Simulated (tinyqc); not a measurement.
Elastic strain and critical thickness of a cubic alloy layer A(1-x)B(x) on a thick substrate: one step, computed by the program tinyqc. Command: `OMP_NUM_THREADS=1 python tinyqc.py 3023356 3023357 out.jsonl misfit walk`. One thread of a shared host (Intel(R) Xeon(R) Processor @ 2.30GHz), about 0.01 s of CPU time with the checks.

Strain is positive in tension. The layer is coherent with the substrate unless said otherwise.

Question. Alloy by Vegard's rule, and misfit. a = (1 - x) a_A + x a_B, the same rule for each C_ij; misfit f = (a_S - a)/a, the in-plane strain of the coherent layer.

Inputs (values chosen for the exercise, modelled on GaAs(1-x)Sb(x) on GaAs): fraction x of B = 0.17; lattice constant a_A = 5.653 angstrom; lattice constant a_B = 6.096 angstrom; substrate lattice constant a_S = 5.653 angstrom.

C11, C12, C44 of A (GPa): [119.8, 53.21, 60.05]

C11, C12, C44 of B (GPa): [87.27, 40.12, 42.98]

Give: free lattice constant a; elastic constants; misfit f.

Answer.

free lattice constant a = 5.72831 angstrom

elastic constants (GPa): C11 114.2699, C12 50.9847, C44 57.1481

misfit f = -0.01315

The layer is compressed in the plane by 1.31 %.
